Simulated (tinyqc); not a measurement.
An infinitely deep well in a field (quantum-confined Stark shift), Airy functions: two steps of the calculation.

Hard walls at x = -L/2 and +L/2; between them U(x) = -F x (eV, zero at the centre). C = hbar^2/(2 m0), e = (C F^2/m1)^(1/3), z1 = (F L/2 - E)/e at the left wall and z2 = (-F L/2 - E)/e at the right wall. Levels are the roots of D(E) = Ai(z1) Bi(z2) - Ai(z2) Bi(z1).

Inputs (values chosen for the exercise):
- m1 = 0.086 m0 (mass)
- L = 5.6 nm (well width)
- F = 0.11 V/nm (field)
- n = 1 (level sought)

Constants: q = 1.602176634e-19 C, hbar = 1.054571817e-34 J s, m0 = 9.1093837015e-31 kg, hbar^2/(2 m0) = 0.0380998212 eV nm^2. Results are converted to the units shown.

Problem 1. Level without field and second-order shift. E_n(0) = C (n pi/L)^2/m1; second-order shift m1 F^2 L^4 (1 - 15/(pi n)^2)/(48 C pi^2 n^2).

Give: E_n(0); second-order shift; F L/E_1(0).

Solution 1.

E_n(0) = 0.1394 eV
second-order shift = -29.47 meV
F L/E_1(0) = 4.418

Problem 2. Secant step for the level. Secant step from the last two trial energies, E_a the older and E_b the newer: next = E_b - D(E_b) (E_b - E_a)/(D(E_b) - D(E_a)).

second trial energy = 0.1324 eV
third trial energy = 0.10727625 eV

Wanted: D(E_a); D(E_b); fourth trial energy.

Solution 2.

D(E_a) = 0.09163
D(E_b) = -0.01814
fourth trial energy = 0.1114 eV

Computed by the program tinyqc: `OMP_NUM_THREADS=1 python tinyqc.py 2580114 2580115 out.jsonl`, one thread of a shared Intel Xeon 2.30GHz, about 0.03 s for the whole run.
